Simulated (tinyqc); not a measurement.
Worked calculation: G0W0 on RHF in the 3-21g basis, for H3-, spin multiplicity 1. The basis has no diffuse functions, so it cannot describe the extra electron: this is an exercise in the method, not the real anion. One step of it, computed by the program tinyqc.

Task: Iteration 6 (converged): orbitals. Diagonalise F' = X^T F X, C = X C', fill 2 alpha and 2 beta electrons from the bottom; D = 2 C_occ C_occ^T. Each column has its largest component positive (the first on a tie).

converged F (hartree), order 1H 1s, 1H 2s, 2H 1s, 2H 2s, 3H 1s, 3H 2s:
$$\begin{pmatrix}
0.309537 & -0.393226 & -0.364940 & -0.393591 & -0.364937 & -0.393588 \\
-0.393226 & -0.168349 & -0.323590 & -0.189341 & -0.323586 & -0.189341 \\
-0.364940 & -0.323590 & 0.450059 & -0.300477 & -0.204062 & -0.235401 \\
-0.393591 & -0.189341 & -0.300477 & -0.090503 & -0.235399 & -0.169835 \\
-0.364937 & -0.323586 & -0.204062 & -0.235399 & 0.450065 & -0.300474 \\
-0.393588 & -0.189341 & -0.235401 & -0.169835 & -0.300474 & -0.090502
\end{pmatrix}$$

X, order 1H 1s, 1H 2s, 2H 1s, 2H 2s, 3H 1s, 3H 2s:
$$\begin{pmatrix}
1.298356 & -0.520192 & -0.157115 & 0.070956 & -0.157111 & 0.070955 \\
-0.520192 & 2.672994 & 0.010640 & -0.974840 & 0.010638 & -0.974829 \\
-0.157115 & 0.010640 & 1.271599 & -0.478178 & 0.053879 & 0.029038 \\
0.070956 & -0.974840 & -0.478178 & 1.913005 & 0.029038 & -0.046313 \\
-0.157111 & 0.010638 & 0.053879 & 0.029038 & 1.271598 & -0.478178 \\
0.070955 & -0.974829 & 0.029038 & -0.046313 & -0.478178 & 1.912995
\end{pmatrix}$$

Give: F' = X^T F X; orbital energies; coefficients C; D after iteration 6.

Result:

F' = X^T F X (hartree):
$$\begin{pmatrix}
1.1157 & -0.6087 & -0.4590 & -0.0891 & -0.4590 & -0.0891 \\
-0.6087 & 0.6483 & -0.1027 & -0.1780 & -0.1027 & -0.1780 \\
-0.4590 & -0.1027 & 1.1423 & -0.6698 & 0.0715 & -0.0150 \\
-0.0891 & -0.1780 & -0.6698 & 0.5423 & -0.0150 & -0.0599 \\
-0.4590 & -0.1027 & 0.0715 & -0.0150 & 1.1423 & -0.6698 \\
-0.0891 & -0.1780 & -0.0150 & -0.0599 & -0.6698 & 0.5423
\end{pmatrix}$$

orbital energies (hartree): MO1 -0.3805, MO2 0.1410, MO3 0.6021, MO4 1.2060, MO5 1.5320, MO6 2.0328

coefficients C, order 1H 1s, 1H 2s, 2H 1s, 2H 2s, 3H 1s, 3H 2s:
$$\begin{pmatrix}
0.2893 & 0.0000 & 0.1134 & -0.8296 & 0.0000 & -1.1095 \\
0.2424 & 0.0000 & 2.4190 & 1.1941 & 0.0000 & 1.4072 \\
0.1966 & -0.2026 & -0.0215 & -0.5129 & 0.9105 & 0.8378 \\
0.1863 & -0.9262 & -1.3962 & 0.1057 & -1.0910 & -0.8962 \\
0.1966 & 0.2026 & -0.0215 & -0.5129 & -0.9105 & 0.8378 \\
0.1863 & 0.9262 & -1.3962 & 0.1057 & 1.0910 & -0.8962
\end{pmatrix}$$

D after iteration 6, order 1H 1s, 1H 2s, 2H 1s, 2H 2s, 3H 1s, 3H 2s:
$$\begin{pmatrix}
0.1674 & 0.1402 & 0.1138 & 0.1078 & 0.1137 & 0.1078 \\
0.1402 & 0.1175 & 0.0953 & 0.0903 & 0.0953 & 0.0903 \\
0.1138 & 0.0953 & 0.1594 & 0.4485 & -0.0048 & -0.3020 \\
0.1078 & 0.0903 & 0.4485 & 1.7851 & -0.3020 & -1.6462 \\
0.1137 & 0.0953 & -0.0048 & -0.3020 & 0.1594 & 0.4485 \\
0.1078 & 0.0903 & -0.3020 & -1.6462 & 0.4485 & 1.7851
\end{pmatrix}$$
